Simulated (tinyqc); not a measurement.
# Fermi-level pinning from two metals

Question. Cowley-Sze model with the space charge neglected: phiB = S (phiM - chi) + (1 - S)(Eg - phi0), S = 1/(1 + q Dit dl/(eps0 ei)), dl in cm. Find S, phi0 and Dit.

Parameters, values chosen for the exercise; band and dielectric values those of a made-up semiconductor:
- Eg = 1.55 eV (band gap)
- chi = 4.84 eV (electron affinity)
- dl = 0.6 nm (thickness of the interfacial layer)
- ei = 3.9 (relative permittivity of the interfacial layer)

Constants: q = 1.602176634e-19 C, eps0 = 8.8541878128e-14 F/cm where lengths are in cm. Results are converted to the units shown.

barriers for metals with phiM = 5.27 and 6.26 eV (eV): [0.53922120, 1.0786838]

Answer. S is the slope of phiB against phiM; either barrier then gives phi0, and S gives Dit.

S = 0.545
phi0 = 0.880 eV
Dit = 3.00e13 cm^-2 eV^-1

Program tinyqc, `OMP_NUM_THREADS=1 python tinyqc.py 2020038 2020039 out.jsonl`; Intel Xeon 2.30GHz, shared host, one thread, about 0.07 s.
